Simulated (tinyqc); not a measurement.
One-electron ion in a basis of Gaussians, step by step. One step of it, computed by the program tinyqc.

Task: Matrices over normalised Gaussians. With p = a_i + a_j and I(k) = Gamma((k+1)/2) / (2 p^((k+1)/2)): S = I(2l+2), T = (2l+3) a_i a_j S / p, V = -Z I(2l+1), each divided by sqrt(S_ii S_jj).

exponents of r^l exp(-a r^2) (1/bohr^2): 0.031640  0.044880  0.063650  0.090280  0.128000  0.181600

Z = 2

l = 1

Give: S; T; V.

Result:

S, lower triangle:
```
       1      2      3      4      5      6
1  1.000
2  0.963  1.000
3  0.861  0.963  1.000
4  0.720  0.861  0.963  1.000
5  0.568  0.720  0.861  0.963  1.000
6  0.426  0.567  0.720  0.861  0.963  1.000
```

T (hartree), lower triangle:
```
       1      2      3      4      5      6
1  0.079
2  0.089  0.112
3  0.091  0.127  0.159
4  0.084  0.129  0.180  0.226
5  0.072  0.120  0.183  0.255  0.320
6  0.057  0.102  0.170  0.260  0.361  0.454
```

V (hartree), lower triangle:
```
        1       2       3       4       5       6
1  -0.378
2  -0.401  -0.451
3  -0.400  -0.477  -0.537
4  -0.378  -0.476  -0.568  -0.639
5  -0.341  -0.450  -0.567  -0.677  -0.761
6  -0.296  -0.406  -0.536  -0.675  -0.806  -0.907
```
